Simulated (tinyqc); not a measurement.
## MOS inversion layer, Poisson-Schroedinger loop: effect of the sheet density of depletion charge

Electrons confined at an insulator interface at z = 0, treated as a hard wall; parabolic valleys, Hartree approximation, no image or exchange terms. The depletion charge lies far deeper than the electrons and gives a uniform field q Nd/(eps0 eps_r); the gate balances all charge. Energies are counted from the band edge at the interface.

Schroedinger equation -(C/mz) psi'' + (V0 + U + dE for set B) psi = E psi, C = hbar^2/(2 m0), psi(0) = 0, on a uniform mesh of 800 nodes with a far wall at 33 nm, 8 levels a set; V0 = q Nd z/(eps0 eps_r); dU/dz = q (Ns - integral of n from 0 to z)/(eps0 eps_r), U(0) = 0; N_k = g md m0 q Vt/(pi hbar^2) ln(1 + exp((EF - E_k)/Vt)), g the number of valleys of the set, sum N_k = Ns. Triangular well: E_k = a_k (C F^2/mz)^(1/3), a_1 = 2.338107, a_2 = 4.087949, C = hbar^2/(2 m0), F in eV/nm. Fang-Howard (all electrons in the lowest level of set A): b^3 = 6 (mz1/C) q (Nd + 11 Ns/32)/(eps0 eps_r), centroid 3/b, level C b^2/(4 mz1) + (3/b) q (Nd + 11 Ns/16)/(eps0 eps_r). The centroid adds 3.9 z_av/eps_r to an oxide-equivalent thickness.

Values chosen for this exercise; masses and permittivity close to those of germanium (111): temperature T = 300 K; relative permittivity eps_r = 16.1; mass along z of valley set A (1 valley(s)) mz1 = 1.6 m0; in-plane density-of-states mass of set A md1 = 0.0816 m0; mass along z of valley set B (3 valley(s)) mz2 = 0.0932 m0; in-plane density-of-states mass of set B md2 = 0.345 m0; sheet density of electrons Ns = 1.1e13 cm^-2; extra shift of set B (strain) dE = 0 eV.

Constants: q = 1.602176634e-19 C, kB = 1.380649e-23 J/K, hbar = 1.054571817e-34 J s, m0 = 9.1093837015e-31 kg, Vt = kB T/q, eps0 = 8.8541878128e-14 F/cm where lengths are in cm, hbar^2/(2 m0) = 0.0380998212 eV nm^2. Results are converted to the units shown.

Result of one run:
columns A: A1 (meV); B: B1 (meV); C: EF (meV); D: share of A1 (%); E: share of set A (%); F: centroid z_av (nm); G: added oxide equivalent (nm); H: Fang-Howard centroid (nm)
```
A      B    C     D     E     F      G     H
155  307  283  39.7  61.7  2.90  0.702  1.34
```

Which sheet density of depletion charge Nd gave this result: 1e11, 1.7e11, 3.1e11, 1.6e12 or 2.9e12 cm^-2?

Nd = 1.7e11 cm^-2.

The whole series:
columns A: Nd (cm^-2); B: A1 (meV); C: B1 (meV); D: EF (meV); E: share of A1 (%); F: share of set A (%); G: centroid z_av (nm); H: added oxide equivalent (nm); I: Fang-Howard centroid (nm)
```
A         B    C    D     E     F     G      H     I
1e11    155  306  282  39.4  61.3  2.99  0.723  1.35
1.7e11  155  307  283  39.7  61.7  2.90  0.702  1.34
3.1e11  157  310  286  40.1  62.4  2.75  0.665  1.33
5.3e11  159  314  291  40.9  63.3  2.56  0.621  1.30
9.4e11  163  323  299  42.3  65.1  2.34  0.566  1.26
1.6e12  169  338  312  44.6  67.8  2.11  0.511  1.21
2.9e12  180  368  338  48.8  72.9  1.82  0.441  1.13
5e12    198  417  377  55.2  80.6  1.51  0.366  1.03
```

As Nd goes from 1e11 to 5e12, A1 rises from 155 to 198 meV, the share of A1 rises from 39.4 to 55.2 % and the centroid falls from 2.99 to 1.51 nm. A1 goes as Nd^(0.18) between the last two rows (a triangular well in the field of that charge alone gives 2/3). The Fang-Howard centroid is 55 % below the full one in the first row, where A1 holds 39.4 %, and 32 % below it in the last, where A1 holds 55.2 %.

tinyqc, about 1 s, one thread, Intel Xeon 2.30GHz (shared host): `OMP_NUM_THREADS=1 python tinyqc.py 2160044 2160045 out.jsonl`
